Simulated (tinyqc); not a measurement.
Bias-temperature instability, empirical power law with universal recovery: two steps of the calculation.

Threshold-voltage shift at the end of a stress: dV = A (V/V0)^g exp[-(Ea q/kB)(1/T - 1/T0)] (t/1 s)^n. After a delay tr the permanent share pp stays and the rest falls by r = 1/(1 + B (tr/t)^be). An empirical model: its parameters are fits, not properties.

Values chosen for this exercise:
- V0 = 1.3 V (reference stress voltage)
- T0 = 373 K (reference temperature)
- A = 12 mV (shift after 1 s at V0 and T0)
- n = 0.18 (time exponent)
- g = 4.7 (voltage exponent)
- Ea = 0.1 eV (apparent activation energy of the shift)
- pp = 0.32 (permanent share)
- B = 5.9 (recovery scale)
- be = 0.2 (recovery dispersion)
- V = 1.02 V (use voltage)
- T = 328 K (use temperature)
- dc = 30 mV (failure criterion)
- tr = 1 s (delay before the measurement)

Constants: q = 1.602176634e-19 C, kB = 1.380649e-23 J/K. Results are converted to the units shown.

Problem 1. Shift and lifetime at use conditions. The lifetime solves dV = dc; ten years are 3.15576e8 s.

Find: voltage factor; temperature factor; shift after ten years; lifetime; largest voltage for ten years.

Solution 1.

voltage factor = 0.3198
temperature factor = 0.6526
shift after ten years = 84.83 mV
lifetime = 0.03106 years
largest voltage for ten years = 0.8176 V

The device fails: the shift at ten years is above dc. In time the voltage exponent is g/n = 26.1 and the activation energy Ea/n = 0.556 eV.

Problem 2. What a delayed measurement sees. At V0 and T0, measured shift = dV [pp + (1 - pp) r]; the apparent exponent is the slope of ln(shift) against ln t between the first and last point.

t, point 0 to 2 (s): [10, 100, 1000]

Wanted: dV; share left; measured; apparent n.

Solution 2.

| point | dV (mV) | share left | measured (mV) |
|---|---|---|---|
| 0 | 18.16 | 0.4640 | 8.427 |
| 1 | 27.49 | 0.5231 | 14.38 |
| 2 | 41.61 | 0.5940 | 24.71 |

apparent n = 0.2336

The delay hides 40.6 % of the last shift and raises the exponent from 0.18 to 0.234, since short stresses recover by a larger share.

Computed by the program tinyqc: `OMP_NUM_THREADS=1 python tinyqc.py 2070079 2070080 out.jsonl`, one thread of a shared Intel Xeon 2.30GHz, about 0.01 s for the whole run.
